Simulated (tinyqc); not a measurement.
Energy and delay of logic against supply voltage: one step of the calculation.

One expression serves below and above threshold: I(Vg) = Ik [ln(1 + exp((Vg - VT + dd V)/(al nf Vt)))]^al, with I_on = I(V) and I_off = I(0). Gate delay td = kd C V/I_on, clock period LD td. Per gate and cycle the switching energy is act C V^2 and the leakage energy I_off V LD td. No short-circuit current, no variation. Minima are sought above 0.09 V; below a few Vt gates no longer switch and the model has no meaning.

Task. Currents, delay and energies. I_on, I_off, td, clock frequency 1/(LD td), both energies and their sum.

Values chosen for this exercise; values of the order met in logic technologies:
```
symbol,value,unit,meaning
T,330,K,temperature
VT,0.37,V,threshold voltage at zero drain bias
nf,1.33,,slope factor
dd,0.03,,barrier lowering per volt of supply
Ik,0.91,uA,specific current of a gate
al,1.31,,exponent of the current law
C,2,fF,load capacitance of a gate
kd,1.1,,delay factor
LD,16,,logic depth
act,0.05,,activity factor
V,0.81,V,supply voltage
```

Constants: q = 1.602176634e-19 C, kB = 1.380649e-23 J/K, Vt = kB T/q. Results are converted to the units shown.

Give: I_on; I_off; td; clock frequency; switching energy; leakage energy; energy.

Result.

I_on = 17.06 uA
I_off = 0.09754 nA
td = 104.4 ps
clock frequency = 0.5985 GHz
switching energy = 65.61 aJ
leakage energy = 0.1320 aJ
energy = 65.74 aJ

I_on/I_off = 1.75e5; leakage makes up 0.201 % of the energy.

Computed by the program tinyqc: `OMP_NUM_THREADS=1 python tinyqc.py 2082127 2082128 out.jsonl`, one thread of a shared Intel Xeon 2.30GHz, about 0.01 s for the whole run.
